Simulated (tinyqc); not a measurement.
# From one set of inputs to another, one input at a time

Model: spin coating of a resist or spin-on film: centrifugal thinning, evaporation and the final thickness (Emslie and Meyerhofer models). Computed by tinyqc, a small Python program. Command: `OMP_NUM_THREADS=1 python tinyqc.py 3113192 3113193 out.jsonl spincoat ladder`. One thread of a shared host (Intel(R) Xeon(R) Processor @ 2.30GHz), about 0.2 s of CPU time with the checks.

A Newtonian film stays uniform over the wafer; solvent and solids have the same density and the concentration is uniform through the thickness.

The inputs printed are set A. Inputs not listed in the table keep their values of set A, so the rows need not describe a real material.

Inputs (values chosen for the exercise, of the order of those of a polymer resist in an ester solvent): solids volume fraction c0 = 0.28; kinematic viscosity of the solvent nu_s = 1.4 mm^2/s; viscosity constant k = 1900 mm^2/s; viscosity exponent gamma = 2.1; spin speed f = 2500 rpm; evaporation rate at 1000 rpm e0 = 0.14 micrometre/s; starting thickness h0 = 100 micrometre; wafer radius R = 150 mm; shrinkage in the bake = 5.1 %.

Method:
- omega = 2 pi f/60; nu(c) = nu_s + k c^gamma; evaporation rate e = e0 sqrt(f/1000 rpm).
- Flow constant K = 2 omega^2/(3 nu(c0)); Reynolds number of the air omega R^2/nu_air with nu_air = 15 mm^2/s.
- Meyerhofer estimate: flow rules until (1 - c0) K h^3 = e, then evaporation alone: h_w = (e/((1 - c0) K))^(1/3), dry film c0 h_w.
- Full model for solids s and liquid l per area, h = s + l, c = s/h: ds/dt = -c Q, dl/dt = -(1 - c) Q - e, Q = 2 omega^2 h^3/(3 nu(c)); integrated adaptively (relative tolerance 1e-9) until l = 0.
- Dry film = s at l = 0, before the bake; film after the bake = s x (1 - shrinkage).

Each row keeps all changes above it:
```
input moved                                       from    to  time to dry (s)  dry film, estimate (nm)  wet thickness h_w (micrometre)
set A                                                -     -           39.407                   2695.2                          9.6258
kinematic viscosity of the solvent nu_s (mm^2/s)   1.4   1.9           39.447                   2698.6                          9.6379
viscosity constant k (mm^2/s)                     1900  1300           34.851                   2383.2                          8.5113
spin speed f (rpm)                                2500  6000           14.546                   1538.3                          5.4940
evaporation rate at 1000 rpm e0 (micrometre/s)    0.14  0.15           13.891                   1574.1                          5.6219
solids volume fraction c0                         0.28  0.32           14.511                   2009.8                          6.2808
starting thickness h0 (micrometre)                 100   700           14.533                   2009.8                          6.2808
```

Where does the difference come from?

Time to dry goes from 39.4 to 14.5, a factor 0.369 in all. The largest single move comes from spin speed f (a factor 0.417). dry film, estimate goes from 2700 to 2010, a factor 0.746 in all. The largest single move comes from spin speed f (a factor 0.645), and solids volume fraction c0 works against it (a factor 1.28). wet thickness h_w goes from 9.63 to 6.28, a factor 0.652 in all. The largest single move comes from spin speed f (a factor 0.645), and solids volume fraction c0 works against it (a factor 1.12). The single moves hold for this order of the switches; the total does not depend on the order.

Caution (all rows): above a Reynolds number of about 3e5 the air flow near the rim turns turbulent, and evaporation is no longer uniform.

Extremes, crossings and ranges named in words are read from the listed rows.
